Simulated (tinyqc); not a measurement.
# Crystallisation kinetics and data retention of a phase-change cell, step by step

Numbers from tinyqc (`OMP_NUM_THREADS=1 python tinyqc.py 2490138 2490139 out.jsonl`; about 0.02 s on one thread of a shared Intel Xeon 2.30GHz). Printed values are rounded.

Johnson-Mehl-Avrami-Kolmogorov law X = 1 - exp(-y^n), y = integral of k dt, k = (1/100 s) exp[-(Ec q/kB)(1/T - 1/T1)].

Values chosen for this exercise; values of the order of Ge-Sb-Te and related chalcogenides: activation energy of crystallisation Ec = 2.19 eV; temperature at which the rate k is 1/(100 s) T1 = 467 K; Avrami exponent n = 2.5; crystalline share at which the state is lost Xf = 0.3; storage temperature T = 368 K; heating rate b = 1 K/min; start of the ramp table Ta = 418 K; step of the table dT = 5 K; steps m = 10.

Constants: q = 1.602176634e-19 C, kB = 1.380649e-23 J/K. Results are converted to the units shown.

Range of the model: One Arrhenius rate is assumed; incubation, growth from the boundary and the non-Arrhenius kinetics of the supercooled liquid are left out.

## Retention

At fixed T the state fails at t = (-ln(1 - Xf))^(1/n)/k; ten years are 3.15576e8 s.

k = 4.384493e-9 1/s
y at failure = 0.6620778
time to fail = 1.510044e8 s
the same in years = 4.785042
temperature for ten years = 364.1137 K

The cell misses ten years at 368 K.

## A heating ramp

T rises at the rate b. Start with y = k (kB Ta^2/(q Ec))/b, the integral from cold to Ta to leading order; over each step k is taken as exponential in T, so y gains (dT/b)(k2 - k1)/ln(k2/k1). dX/dt = n y^(n - 1) k exp(-y^n), listed as 0 once y^n exceeds 23.

| point | T (K) | k (1/s) | y | X | dX/dt (1/s) |
|---|---|---|---|---|---|
| 0 | 418 | 1.696282e-5 | 0.006997303 | 4.095678e-6 | 2.482175e-8 |
| 1 | 423 | 3.480238e-5 | 0.01444429 | 2.507467e-5 | 1.510367e-7 |
| 2 | 428 | 7.021461e-5 | 0.02958051 | 1.504810e-4 | 8.929163e-7 |
| 3 | 433 | 1.393819e-4 | 0.05984355 | 8.756954e-4 | 5.096733e-6 |
| 4 | 438 | 2.723872e-4 | 0.1193975 | 0.004913820 | 2.795635e-5 |
| 5 | 443 | 5.243225e-4 | 0.2348085 | 0.02636306 | 1.452132e-4 |
| 6 | 448 | 9.946308e-4 | 0.4551744 | 0.1304503 | 6.639922e-4 |
| 7 | 453 | 0.001860317 | 0.8699535 | 0.5063334 | 0.001862965 |
| 8 | 458 | 0.003432218 | 1.639915 | 0.9680608 | 5.755339e-4 |
| 9 | 463 | 0.006249106 | 3.050165 | 0.9999999 | 7.306198e-9 |
| 10 | 468 | 0.01123311 | 5.599844 | 1 | 0 |

Among the points the rate is largest at 453 K, where X = 0.506; the exact peak lies at 454.0 K.
